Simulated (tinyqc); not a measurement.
Averaged masses of warped heavy- and light-hole bands: sweeps and comparisons. A value that a table varies takes the place of the one given here.

Four-band hole energies E = c k^2 f(u), c = hbar^2/2m0, f = g1 -/+ 2 sqrt(g2^2 + 3 (g3^2 - g2^2) s), s = ux^2 uy^2 + uy^2 uz^2 + uz^2 ux^2 for the unit vector u; minus for heavy, plus for light holes; the mass along u is 1/f.

Grid: n x n midpoints in cos(theta) from 0 to 1 and phi from 0 to pi/2, equal weights. m_d = <f^(-3/2)>^(2/3). Conductivity mass for one scattering time: 1/m_c = <|w|^2 f^(-5/2)>/<f^(-3/2)> with w = grad_k(k^2 f)/(2 k), that is |w|^2 = f^2 + |angular gradient of f|^2/4.

Inputs chosen for the exercise (out of a larger set: near those of InP; not measured data): g1 = 5.09 (Luttinger gamma1); g2 = 1.6 (gamma2); g3 = 2.1 (gamma3).

## Ways to average over directions

Heavy and light m_d on grids of growing n, against n = 160; also the three-direction rule <F> = (10 F[100] + 16 F[110] + 9 F[111])/35 and the spherical masses 1/(g1 (1 -/+ mu)), mu = (6 g3 + 4 g2)/(5 g1).

Masses (m0):
```
method             heavy   light  error heavy (%)  error light (%)
grid n = 1        1.1065  0.1078            33.68            -4.02
grid n = 2        0.8445  0.1115             2.03            -0.76
grid n = 3        0.8366  0.1119             1.07            -0.35
grid n = 5        0.8303  0.1122             0.32            -0.14
grid n = 10       0.8284  0.1123             0.08            -0.04
grid n = 160      0.8277  0.1123             0.00             0.00
three directions  0.8645  0.1126             4.45             0.28
spherical         0.7752  0.1125            -6.34             0.15
[100] alone       0.5291  0.1206           -36.08             7.39
```

The heavy mass is within 1 % from grid n = 5 on. Three directions err by +4.45 %, the spherical form by -6.34 % and [100] alone by -36.1 %; for light holes the same three err by +0.28, +0.15 and +7.4 %. The power -3/2 weights the heavy directions near [111], which a mean of f misses.

## Cyclotron masses against the field direction

For the central orbit m_cyc is the mean of 1/f(u) over the directions u normal to B (360 points on the circle). B lies in the (1-10) plane at the angle from [001]; 54.7 degrees is [111], 90 is [110].

Masses (m0):
```
angle (degrees)   heavy   light
0.0              0.6933  0.1152
15.0             0.7282  0.1142
30.0             0.8145  0.1122
45.0             0.8847  0.1106
54.7             0.8958  0.1103
70.0             0.8846  0.1109
90.0             0.8736  0.1117
```

The heavy mass is smallest at 0 and largest at 54.7 degrees of the angles listed, a spread of 29 %; the light mass varies by 4.4 %. The orbit normal to [001] has s between 0 and 1/4, the orbit normal to [111] has s = 1/4 all round, which gives 1/(g1 - sqrt(g2^2 + 3 g3^2)) = 0.8958. This is the classical limit; low Landau levels of holes depart from it.

## Several materials

The inputs are values chosen for the exercise; n = 40; delta = (g3 - g2)/g1.

Results:
```
case            g1    g2    g3  m_d heavy  m_c heavy  m_d light  delta
A near InAs  19.86  8.47  9.14      0.490      0.436     0.0266  0.034
B near Ge    13.48  4.23  5.68      0.332      0.268     0.0422  0.108
C near GaP    4.03  0.49  1.25      0.511      0.448     0.1667  0.189
D near GaSb  13.49  4.71  5.98      0.434      0.332     0.0409  0.094
E near InP    5.08  1.60  2.10      0.835      0.704     0.1124  0.098
F near Si     4.26  0.34  1.46      0.532      0.419     0.1552  0.263
```

Heavy masses span a factor of 2.5 and light ones 6.3: the coupling to the conduction band adds to g1, 2 g2 and 2 g3 alike, so it cancels for heavy holes and doubles for light ones. The ratio m_c/m_d of the heavy holes is lowest for D (0.76); delta is largest for F; the heavy band feels the warping rather through (g3 - g2)/(g1 - 2 g3), which runs from 0.42 to 0.84 here and is 0.83 for the case with the lowest ratio.

## What each parameter does

n = 40. Each row changes one parameter from the base and keeps the others.

Results:
```
case        m_d heavy (m0)  m_c heavy (m0)  m_d light (m0)  m_c light (m0)
base                0.8277          0.7001          0.1123          0.1119
g1 = 5.243          0.7315          0.6387          0.1104          0.1100
g2 = 1.552          0.8115          0.6726          0.1128          0.1122
g3 = 2.037          0.7665          0.6819          0.1133          0.1130
```

The largest shifts from the base row, up to three for each result and ties (the steps differ in size, so this ranks the rows, not the parameters). m_d heavy (m0): g1 -0.0962, g3 -0.0612, g2 -0.0162. m_c heavy (m0): g1 -0.0614, g2 -0.0275, g3 -0.0183. m_d light (m0): g1 -0.0019, g3 +0.0010, g2 +0.0004. m_c light (m0): g1 -0.0019, g3 +0.0011, g2 +0.0003.

(tinyqc, `OMP_NUM_THREADS=1 python tinyqc.py 1080266 1080267 out.jsonl`, Intel(R) Xeon(R) Processor @ 2.30GHz, 1 thread, shared host, about 0.01 s.)
